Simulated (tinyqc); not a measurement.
Hubbard ring of 6 sites, step by step. Computed by tinyqc, a small Python program that keeps every step. Settings: hopping = 1.06, U = 0.5, mixing = 0.2, iteration cap = 53. Command: `OMP_NUM_THREADS=1 python tinyqc.py 20094 20095 out.jsonl` (the two numbers bound the seeds that draw the settings). One thread of a shared host (Intel(R) Xeon(R) Processor @ 2.60GHz), about 0.3 s of CPU time with the checks.

one-body matrix (hopping and site energies) (eV), lower triangle:
```
           1          2          3          4          5         6
1  -0.830000
2  -1.060000  -0.660000
3   0.000000  -1.060000   0.670000
4   0.000000   0.000000  -1.060000  -0.390000
5   0.000000   0.000000   0.000000  -1.060000   0.510000
6  -1.060000   0.000000   0.000000   0.000000  -1.060000  0.160000
```

U = 0.500000 eV

electrons, up and down: 2  2

n(up) at the start (a guess, not normalised): 1 0.333000, 2 0.333000, 3 0.333000, 4 0.333000, 5 0.333000, 6 0.333000

n(down) at the start (a guess): 1 0.333000, 2 0.333000, 3 0.333000, 4 0.333000, 5 0.333000, 6 0.333000

Each step fills the lowest levels of T + U n(other spin) and sets n(new) = n + mixing (n(out) - n); stop when output and input agree to 1e-8.

Course of the cycle:
```
iteration       E (eV)  largest |n(out) - n(in)|  mean |n_up - n_down|
1          -7.08728725                  2.80e-01              0.000000
2          -7.09086837                  2.17e-01              0.000000
3          -7.09305482                  1.68e-01              0.000000
4          -7.09438092                  1.30e-01              0.000000
5          -7.09518087                  1.01e-01              0.000000
6          -7.09566147                  7.78e-02              0.000000
7          -7.09594943                  6.02e-02              0.000000
8          -7.09612172                  4.65e-02              0.000000
9          -7.09622476                  3.60e-02              0.000000
10         -7.09628641                  2.78e-02              0.000000
11         -7.09632334                  2.15e-02              0.000000
...                ...                       ...                   ...
43         -7.09637910                  1.03e-05              0.000000
44         -7.09637910                  8.11e-06              0.000000
45         -7.09637910                  6.40e-06              0.000000
46         -7.09637910                  5.05e-06              0.000000
47         -7.09637910                  3.98e-06              0.000000
48         -7.09637910                  3.14e-06              0.000000
49         -7.09637910                  2.48e-06              0.000000
50         -7.09637910                  1.95e-06              0.000000
51         -7.09637910                  1.54e-06              0.000000
52         -7.09637910                  1.22e-06              0.000000
53         -7.09637910                  9.59e-07              0.000000
```

Can the last value be used, and what does the course show?

Not by the stop rule, although the second column moves by less than 1e-07 over the last three steps. Not converged within 53 iterations: the residual falls steadily but slowly, by a factor of about 0.79 a step. The lowest mean-field energy found from random starts is -7.09638 eV. Reruns (cap 100 unless said): mixing 0.5: converged in 24 (E = -7.09638); mixing 0.9: converged in 11 (E = -7.09638); the original settings with a cap of 400: converged in 73 (E = -7.09638).
